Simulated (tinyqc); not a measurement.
# AlGaN/GaN HEMT with access regions, lumped model, step by step

Program tinyqc, `OMP_NUM_THREADS=1 python tinyqc.py 2570089 2570090 out.jsonl`; Intel Xeon 2.30GHz, shared host, one thread, about 0.02 s. Printed values are rounded.

A polarisation-induced electron sheet under a Schottky gate, in series with two ungated access regions and contacts. Drift law v = mu E/(1 + mu E/vs) under the gate. Currents in mA/mm, resistances in ohm mm. No self-heating, no channel-length modulation; fits for polarisation, barrier and offset are chosen for the exercise.

Values chosen for this exercise; values close to those of AlGaN/GaN structures: aluminium share of the barrier x = 0.31; barrier thickness d = 12 nm; relative permittivity of barrier and channel eps_r = 9.3; channel mobility mu = 1100 cm^2/(V s); saturation velocity vs = 1.3e7 cm/s; gate length Lg = 0.25 um; source access length Ls = 0.5 um; drain access length Ld = 12 um; resistance of each contact Rc = 0.36 ohm mm; share of the drain-access electrons removed by traps ft = 0; gate voltage Vg = -1 V; critical field Ec = 3.4 MV/cm; depth over which the depleted charge spreads te = 0.48 um; insulator under the field plate tf = 300 nm; relative permittivity of that insulator ei = 7.5.

Constants: q = 1.602176634e-19 C, eps0 = 8.8541878128e-14 F/cm where lengths are in cm. Results are converted to the units shown.

## Polarisation charge, threshold and sheet resistance

sigma = (5e13 x + 1.6e13 x^2) cm^-2, phiB = 0.84 + 1.3 x, dEc = 0.7 (1.71 x + x^2) in volts, Cb = eps0 eps_r/d, VT = phiB - dEc - q sigma/Cb, access density n0 = -Cb VT/q. Rsh = 1/(q mu n0); largest access current q n0 vs.

sigma = 1.70376e13 cm^-2
Cb = 0.686200 uF/cm^2
VT = -3.17337 V
n0 = 1.35913e13 cm^-2
Rsh = 417.480 ohm
q n0 vs = 2830.84 mA/mm

## On-resistance and breakdown

sigma = (5e13 x + 1.6e13 x^2) cm^-2, phiB = 0.84 + 1.3 x, dEc = 0.7 (1.71 x + x^2) in volts, Cb = eps0 eps_r/d, VT = phiB - dEc - q sigma/Cb, access density n0 = -Cb VT/q. Ron = 2 Rc + Ls/(q mu n0) + Ld/(q mu (1 - ft) n0) + Lg/(mu Cb (Vg - VT)). Off state: a depleted stretch that holds the voltage V has the peak field sqrt(k V), k = 2 q n0/(eps0 eps_r te), so one edge holds V1 = Ec^2/k. The sheet under the plate pinches off at Vf = q n0 (1/Cb + tf/(eps0 ei)); beyond it the gate edge is screened. BV = V1 if Vf >= V1, else Vf + V1, and at most Ec Ld. Specific resistance Ron (Ls + Lg + Ld); figure of merit BV^2 over it.

Ron = 6.09089 ohm mm
Vf = 101.548 V
V1 = 104.913 V
BV = 206.461 V
specific resistance = 0.776589 mohm cm^2
figure of merit = 54.8889 MW/cm^2

The plate raises BV by a factor of 1.97.
